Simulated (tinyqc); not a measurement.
From results back to parameters: interface roughness in a thin film (subband fluctuation and scattering). Three cases, with inputs chosen for the exercise.

Problem. The screened mobility was computed from a hidden rms height D.

Gaussian roughness spectrum S(q) = pi D^2 Lc^2 exp(-q^2 Lc^2/4). Degenerate gas, taken to fill one subband (the second starts to fill once c kF^2/md exceeds E2 - E1, which is not tested here): kF = sqrt(2 pi Ns/gv), q = 2 kF sin(theta/2), 1/tau = (md/(2 pi c hbar)) G^2 times the integral from 0 to pi of S(q)(1 - cos theta)/eps(q)^2 dtheta, eps(q) = 1 + qs/q with screening (qs = gv md q0/(c eps), q0 = e^2/(4 pi eps0), form factors left out, which overstates the screening; other scattering is left out too, so these values lie far above measured mobilities in all but the thinnest films) or 1 without; mobility = tau c2/md with c2 = e/m0 = 1.75882e15 cm^2/(V s^2); 1e12/cm^2 = 1e-4/angstrom^2.

Constants: hbar^2/2m0 = 3.80998211 eV angstrom^2; hbar = 6.58211957e-16 eV s; e^2/(4 pi eps0) = 14.39964547 eV angstrom.

Find: mobility for D = 1 angstrom; D.

Method. The mobility goes as 1/D^2, so D is the square root of the ratio. One value fixes only D^2 times a function of Lc; a second density is needed to part the two.

Case 1.

Values chosen (near those of a thin Si channel on (100), two-fold valleys; shifted at random, so the results belong to these values and not to a real crystal): md = 0.188 m0 (mass in the plane); gv = 2 (valleys); Lc = 42 angstrom (correlation length); Ns = 4.5 x 1e12/cm^2 (sheet density); eps = 7.8 (mean dielectric constant at the channel).

G = |dE1/dt| = 4.7433 meV/angstrom
mobility = 44325.5 cm^2/(V s)

Solution.

mobility for D = 1 angstrom = 1.955e+05 cm^2/(V s)
D = 2.10 angstrom

Case 2.

Values chosen (near those of a thin Si channel on (100), two-fold valleys; shifted at random, so the results belong to these values and not to a real crystal): md = 0.185 m0 (mass in the plane); gv = 2 (valleys); Lc = 8 angstrom (correlation length); Ns = 6.2 x 1e12/cm^2 (sheet density); eps = 7.7 (mean dielectric constant at the channel).

G = |dE1/dt| = 6.0206 meV/angstrom
mobility = 33297.8 cm^2/(V s)

Solution.

mobility for D = 1 angstrom = 4.558e+05 cm^2/(V s)
D = 3.70 angstrom

Case 3.

Values chosen (near those of a thin Si channel on (100), two-fold valleys; shifted at random, so the results belong to these values and not to a real crystal): md = 0.189 m0 (mass in the plane); gv = 2 (valleys); Lc = 28 angstrom (correlation length); Ns = 1.3 x 1e12/cm^2 (sheet density); eps = 8 (mean dielectric constant at the channel).

G = |dE1/dt| = 2.5554 meV/angstrom
mobility = 130721 cm^2/(V s)

Solution.

mobility for D = 1 angstrom = 7.530e+05 cm^2/(V s)
D = 2.40 angstrom

Computed by tinyqc, one run a case: `OMP_NUM_THREADS=1 python tinyqc.py N N+1 out.jsonl` with N = 1282516, 1282517, 1282598; one thread of a shared Intel(R) Xeon(R) Processor @ 2.30GHz, about 0.02 s a run at most.
